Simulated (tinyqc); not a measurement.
Nudged elastic band on a two-dimensional model surface: one step, computed by the program tinyqc. Command: `OMP_NUM_THREADS=1 python tinyqc.py 3025483 3025484 out.jsonl neb walk`. One thread of a shared host (Intel(R) Xeon(R) Processor @ 2.30GHz), about 0.7 s of CPU time with the checks.

V(x, y) = h u^2 + t x + (kappa/2)(y + c u)^2 with u = x^2/w^2 - 1; the path runs from the minimum near (-w, 0) to that near (w, 0).

Problem. Stationary points. Newton steps x(new) = x - H^-1 grad V (moves limited to 0.3 angstrom) from (-w, 0), (w, 0) and (0, c) give the two minima and the saddle.

Inputs (values chosen for the exercise, for a model surface):
```
quantity,value,unit
height h,0.47,eV
half width w,1.3,angstrom
transverse stiffness kappa,4.1,eV/angstrom^2
curvature c,0.79,angstrom
tilt t,0.052,eV/angstrom
```

Surface: curved double well. Climbing image: off.

Give: positions; energies; barrier from the start.

Solution.

positions (angstrom):
```
,x,y
start,-1.323,-0.028
end,1.276,0.029
saddle,0.047,0.789
```

energies (eV): start -0.0682, end 0.0670, saddle 0.4712

barrier from the start = 0.5394 eV
